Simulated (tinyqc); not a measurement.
Virtual-crystal alloy in the empirical-pseudopotential method: one step. The six lowest plane waves at X. The numbers come from values chosen for the exercise (classic local form factors of the size used for Si (A) and Ge (B), which place X and L only to a few tenths of an eV).

Empirical pseudopotential on the fcc lattice, atoms at +/- tau, tau = a (1,1,1)/8, no spin-orbit coupling. H(G,G') = c (2 pi/a)^2 |k + G|^2 delta + VS(q) cos(q.tau) + i VA(q) sin(q.tau), q = G - G', c = hbar^2/2m0; k and G in units of 2 pi/a; VS at |q|^2 = 3, 8, 11 and VA at 3, 4, 11, in rydberg, zero elsewhere. At each k the basis holds all G with |k + G|^2 up to 16; energies are counted from the fourth level at Gamma.

Constants: hbar^2/2m0 = 3.80998211 eV angstrom^2; Ry = 13.60569312 eV.

a = 5.639150 angstrom

VS at 3, 8, 11 (Ry): [-0.2275238, 0.0144812, 0.0632390]

VA at 3, 4, 11 (Ry): [0.0000000, 0.0000000, 0.0000000]

Problem. k = (1,0,0) with the small basis G = (0,0,0), (-2,0,0), (-1,1,1), (-1,-1,-1), (-1,1,-1), (-1,-1,1) in place of the full one.

Give: H in this small basis.

Solution.

H in this small basis (eV), rows 000, -200, -1+1+1, -1-1-1, -1+1-1, -1-1+1 and columns alike:
```
[[4.730, 0, -2.189, 2.189, -2.189, -2.189],
 [0, 4.730, 2.189, -2.189, -2.189, -2.189],
 [-2.189, 2.189, 9.460, -0.197, 0, 0],
 [2.189, -2.189, -0.197, 9.460, 0, 0],
 [-2.189, -2.189, 0, 0, 9.460, 0.197],
 [-2.189, -2.189, 0, 0, 0.197, 9.460]]
```

Computed by tinyqc, a small Python program: `OMP_NUM_THREADS=1 python tinyqc.py 1080777 1080778 out.jsonl` (the numbers bound the seed that draws the inputs); one thread of a shared host (Intel(R) Xeon(R) Processor @ 2.30GHz), about 0.3 s for the whole set of steps.
